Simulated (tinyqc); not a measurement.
Disorder broadening of a flat band (such as a Landau level) in the self-consistent Born approximation: one step of the calculation.

The local Green function is G = g0(z - Sigma) with z = E + i eta and g0(z) = 1/z; the self-energy is Sigma = D G. The density of states is -Im G/pi.

Task. Born step. G = g0(z - Sigma), Sigma(out) = D G, Sigma(new) = Sigma + mix (Sigma(out) - Sigma).

Values chosen for this exercise: variance of the random potential D = 0.25 eV^2; bare broadening eta = 0.05 eV; energy from the band centre E = -0.048 eV; mixing mix = 0.5.

Sigma after iteration 1 = -1.2489592-1.3009992i eV

Find: G; Sigma(out); Sigma after iteration 2.

Result.

G = 0.36755-0.41347i 1/eV
Sigma(out) = 0.09189-0.10337i eV
Sigma after iteration 2 = -0.57854-0.70218i eV

Range of the model: The self-consistent Born approximation misses band tails from rare fluctuations and localisation.

Computed by the program tinyqc: `OMP_NUM_THREADS=1 python tinyqc.py 2720112 2720113 out.jsonl`, one thread of a shared Intel Xeon 2.30GHz, about 0.01 s for the whole run.
